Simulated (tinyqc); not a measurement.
G0W0 on RHF in the sto-6g basis, for H3+, spin multiplicity 1, step by step. One step of it, computed by the program tinyqc.

Task: Screening: direct RPA. With D = e_a - e_i and K = (ia|jb): diagonalise D^(1/2) (D + 4K) D^(1/2) = Z w^2 Z^T; X + Y = D^(1/2) Z w^(-1/2), each column of Z with its largest component positive (the first on a tie); E_c = (sum w - tr (D + 2K)) / 2.

orbital energies (hartree): MO1 -1.221554, MO2 -0.028074, MO3 -0.027340

Two-electron integrals over orbitals (pq|rs), unique and non-zero (hartree):
```
(11|11) 0.613203    (21|11) -0.000083   (21|21) 0.143946    (22|11) 0.595183
(22|21) 0.083463    (22|22) 0.674342    (31|11) 0.000035    (31|21) 8.19e-09
(31|22) -0.035118   (31|31) 0.143947    (32|11) 1.41e-08    (32|21) -0.035149
(32|22) -0.000032   (32|31) -0.083437   (32|32) 0.072228    (33|11) 0.595284
(33|21) -0.083512   (33|22) 0.529786    (33|31) 0.035138    (33|32) 0.000032
(33|33) 0.674396
```

Give: D^(1/2) (D + 4K) D^(1/2); excitation energies w; X + Y; RPA correlation energy.

Result:

D^(1/2) (D + 4K) D^(1/2) (hartree^2), order 1>2, 1>3:
$$\begin{pmatrix}
2.1116 & 0.0000 \\
0.0000 & 2.1138
\end{pmatrix}$$

excitation energies w (hartree): [1.4531, 1.4539]

X + Y, order 1>2, 1>3:
$$\begin{pmatrix}
0.9063 & 0.0000 \\
0.0000 & 0.9063
\end{pmatrix}$$

RPA correlation energy = -0.028237 hartree
